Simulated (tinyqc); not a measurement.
Bandgap voltage reference from two bipolar transistors: two steps of the calculation.

Two transistors of area 1 and N carry the same current I. Is(T) = Is (T/T0)^eta exp[(Vg0 q/kB)(1/T0 - 1/T)], VBE1 = Vt ln(I/Is(T)) + I rb, VBE2 = Vt ln(I/(N Is(T))) + I rb/N. The amplifier forces I R1(T) = VBE1 - VBE2 + Vos, with R(T) = R (1 + tc (T - T0)) for both resistors, and the output is Vref = VBE1 + I R2(T). Base currents and the Early effect are neglected.

Inputs (values chosen for the exercise); values of the order met in silicon bipolar transistors:

| symbol | value | unit | meaning |
|---|---|---|---|
| T0 | 323 | K | reference temperature |
| Vg0 | 1.145 | V | band-gap voltage extrapolated to 0 K |
| eta | 3.7 |  | temperature exponent of the saturation current |
| Is | 1.7e-16 | A | saturation current of the unit transistor at T0 |
| N | 8 |  | area ratio of the second transistor |
| R1 | 4.8 | kohm | resistor across which the difference of VBE falls, at T0 |
| tc | 200 | ppm/K | temperature coefficient of both resistors |
| Vos | 0 | mV | offset of the amplifier |
| rb | 0 | ohm | series resistance of the unit transistor |
| R2 | 44.54 | kohm | output resistor at T0 |

Constants: q = 1.602176634e-19 C, kB = 1.380649e-23 J/K. Results are converted to the units shown.

Task 1. Operating point at the reference temperature. Vt = kB T/q; I = (Vt ln N + Vos)/(R1(T) - rb (1 - 1/N)). Evaluate at T = T0.

Give: Vt; I; Is(T); VBE1; I R2; Vref.

Result 1.

Vt = 0.02783 V
I = 12.06 uA
Is(T) = 1.700e-16 A
VBE1 = 0.6954 V
I R2 = 0.5371 V
Vref = 1.233 V

Task 2. Resistor for zero slope at T0, ideal case. With tc = 0, Vos = 0 and rb = 0 the current is proportional to T, dVBE/dT = (VBE - Vg0 - (eta - 1) Vt)/T, and Vref has zero slope at T0 when Vref = Vg0 + (eta - 1) Vt0. Find VBE1, its slope, that Vref, R2/R1 and the curvature d2Vref/dT2 = -(eta - 1) kB/(q T0).

Find: VBE1; dVBE/dT; Vref; R2/R1; curvature.

Result 2.

VBE1 = 0.6954 V
dVBE/dT = -1.625 mV/K
Vref = 1.220 V
R2/R1 = 9.066
curvature = -0.7203 uV/K^2

Computed by the program tinyqc: `OMP_NUM_THREADS=1 python tinyqc.py 2062097 2062098 out.jsonl`, one thread of a shared Intel Xeon 2.30GHz, about 0.03 s for the whole run.
